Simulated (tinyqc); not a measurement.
Born-von Karman spring model of a cubic crystal with one atom per cell: one step, computed by the program tinyqc. Command: `OMP_NUM_THREADS=1 python tinyqc.py 3010585 3010586 out.jsonl springs walk`. One thread of a shared host (Intel(R) Xeon(R) Processor @ 2.30GHz), about 0.2 s of CPU time with the checks.

First neighbours lie at a/2 (1,1,0) (12 of them), second at a (1,0,0) (6), with all permutations and signs; the volume per atom is Omega = a^3/4. Two shells of springs match a real metal only roughly, above all at the zone boundary.

Task: Debye temperature from the elastic constants. Christoffel matrix G_xx = C11 n_x^2 + C44 (1 - n_x^2), G_xy = (C12 + C44) n_x n_y, with eigenvalues rho v^2; v_m^-3 is the mean of v^-3 over three branches and all directions (12 Gauss-Legendre points in cos(theta) times 24 angles phi = (j + 1/2) pi/12); q_D = (6 pi^2/Omega)^(1/3); Theta = hbar v_m q_D/k_B.

Inputs (values chosen for the exercise, modelled on gold): lattice constant a = 4.08 angstrom.

Lattice: fcc.

C12 = 163.6733 GPa

C44 = 40.52564 GPa

C11 = 191.6329 GPa

density rho = 19263.21 kg/m^3

Constants: hbar = 1.054571817e-34 J s; k_B = 1.380649e-23 J/K.

Give: mean velocity v_m; Debye wave number q_D; elastic Debye temperature.

Result:

mean velocity v_m = 1317.2 m/s

Debye wave number q_D = 1.5165 1/angstrom

elastic Debye temperature = 152.58 K
